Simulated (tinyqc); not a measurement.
Inside a calculation. Model: a particle near a wafer in liquid: double-layer and van der Waals forces (DLVO), deposition barrier and removal. Computed by tinyqc, a small Python program that keeps every step. Command: `OMP_NUM_THREADS=1 python tinyqc.py 3111638 3111639 out.jsonl dlvo walk`. One thread of a shared host (Intel(R) Xeon(R) Processor @ 2.30GHz), about 0.01 s of CPU time with the checks. Intermediate numbers are printed to about 6 digits and carried at full precision; extremes and crossings named in words are read from the listed rows.

Sphere and flat wall, Derjaguin approximation, constant potentials in the linear-superposition form, no retardation and no hydration force.

Inputs (values chosen for the exercise, of the order of those for silicon nitride on silicon in water):
```
quantity,value,unit
particle radius R,230,nm
Hamaker constant A,3.2e-20,J
potential of the particle psi_1,20,mV
potential of the wafer psi_2,-51,mV
salt concentration c,0.00042,mol/L
valence z of the symmetric salt,2,-
temperature T,293,K
dielectric constant of the liquid,80.2,-
gap h,12,nm
contact distance h0,0.4,nm
contact radius over R,0.055,-
viscosity,0.88,mPa s
```

Constants: e = 1.602176634e-19 C; N_A = 6.02214076e+23 1/mol; eps_0 = 8.8541878128e-12 F/m; k_B = 1.380649e-23 J/K; k_B = 8.617333262e-05 eV/K.

## Screening

kappa^2 = 2 z^2 e^2 N_A (1000 c)/(eps eps_0 k_B T); gamma_i = tanh(z e psi_i/(4 k_B T)); Z = 64 pi eps eps_0 (k_B T/(z e))^2 gamma_1 gamma_2.

kappa = 0.134468 1/nm

Debye length = 7.43672 nm

gamma_1 = 0.376572

gamma_2 = -0.765741

Z = -6.56150 pN

kappa R = 30.9276

Opposite signs: the double layers attract.

## Energy and force at one gap

U(h) = Z R exp(-kappa h) - A R/(6 h); F(h) = -dU/dh = kappa Z R exp(-kappa h) - A R/(6 h^2), positive for repulsion.

double-layer energy = -74.3013 k_B T

van der Waals energy = -25.2694 k_B T

U(h) = -99.5707 k_B T

F(h) = -48.9357 pN

## The curve

The formulas are those given above.

Against the gap:
```
h (nm),kappa h,U (k_B T),F (pN)
0.4,0.05379,-1111.61,-7.85897e+03
0.6,0.08068,-849.53,-3.59461e+03
1.0,0.13447,-629.36,-1.40407e+03
1.5,0.20170,-507.07,-7.11049e+02
2.5,0.33617,-387.85,-3.41262e+02
4.0,0.53787,-293.67,-1.95177e+02
7.0,0.94127,-188.86,-1.04204e+02
12.0,1.61361,-99.57,-4.89357e+01
20.0,2.68936,-40.50,-1.68507e+01
40.0,5.37871,-9.30,-1.70294e+00
```

Caution: in rows with kappa h below 1 linear superposition is only rough.

## Removing an attached particle

Adhesion F_a = A R/(6 h0^2) [1 + a^2/(R h0)] - kappa Z R exp(-kappa h0), a the contact radius. Drag in a shear flow F_d = 1.7 x 6 pi mu R^2 G, acting at 1.4 R; rolling starts when 1.4 R F_d = a F_a. Wall shear stress = mu G.

van der Waals adhesion = 21001.9 pN

net adhesion F_a = 21194.2 pN

wall shear stress for rolling = 491.186 Pa

shear rate G = 558165 1/s

Checks made by the program: force against a difference of U (relative difference below 1e-10).
